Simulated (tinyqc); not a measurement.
Inside a calculation. Model: bandgap voltage reference from two bipolar transistors.

Numbers from tinyqc (`OMP_NUM_THREADS=1 python tinyqc.py 2062042 2062043 out.jsonl`; about 0.03 s on one thread of a shared Intel Xeon 2.30GHz). Printed values are rounded.

Two transistors of area 1 and N carry the same current I. Is(T) = Is (T/T0)^eta exp[(Vg0 q/kB)(1/T0 - 1/T)], VBE1 = Vt ln(I/Is(T)) + I rb, VBE2 = Vt ln(I/(N Is(T))) + I rb/N. The amplifier forces I R1(T) = VBE1 - VBE2 + Vos, with R(T) = R (1 + tc (T - T0)) for both resistors, and the output is Vref = VBE1 + I R2(T). Base currents and the Early effect are neglected.

Values chosen for this exercise; values of the order met in silicon bipolar transistors: reference temperature T0 = 323 K; band-gap voltage extrapolated to 0 K Vg0 = 1.145 V; temperature exponent of the saturation current eta = 3.7; saturation current of the unit transistor at T0 Is = 2.4e-16 A; area ratio of the second transistor N = 8; resistor across which the difference of VBE falls, at T0 R1 = 9.1 kohm; temperature coefficient of both resistors tc = -300 ppm/K; offset of the amplifier Vos = 0 mV; series resistance of the unit transistor rb = 0 ohm; output resistor at T0 R2 = 82.06 kohm; temperature T = 253 K.

Constants: q = 1.602176634e-19 C, kB = 1.380649e-23 J/K. Results are converted to the units shown.

## Operating point at the reference temperature

Vt = kB T/q; I = (Vt ln N + Vos)/(R1(T) - rb (1 - 1/N)). Evaluate at T = T0.

Vt = 0.0278340 V
I = 6.36035 uA
Is(T) = 2.4e-16 A
VBE1 = 0.668029 V
I R2 = 0.521930 V
Vref = 1.18996 V

## Operating point at another temperature

Vt = kB T/q; I = (Vt ln N + Vos)/(R1(T) - rb (1 - 1/N)).

Vt = 0.0218019 V
I = 4.87947 uA
Is(T) = 1.10839e-21 A
VBE1 = 0.785322 V
I R2 = 0.408818 V
Vref = 1.19414 V

From T0 to T, VBE1 changes by 117 mV and I R2 by -113 mV, which leaves 4.18 mV in Vref.

## Resistor for zero slope at T0, ideal case

With tc = 0, Vos = 0 and rb = 0 the current is proportional to T, dVBE/dT = (VBE - Vg0 - (eta - 1) Vt)/T, and Vref has zero slope at T0 when Vref = Vg0 + (eta - 1) Vt0. Find VBE1, its slope, that Vref, R2/R1 and the curvature d2Vref/dT2 = -(eta - 1) kB/(q T0).

VBE1 = 0.668029 V
dVBE/dT = -1.70936 mV/K
Vref = 1.22015 V
R2/R1 = 9.53924
curvature = -0.720334 uV/K^2
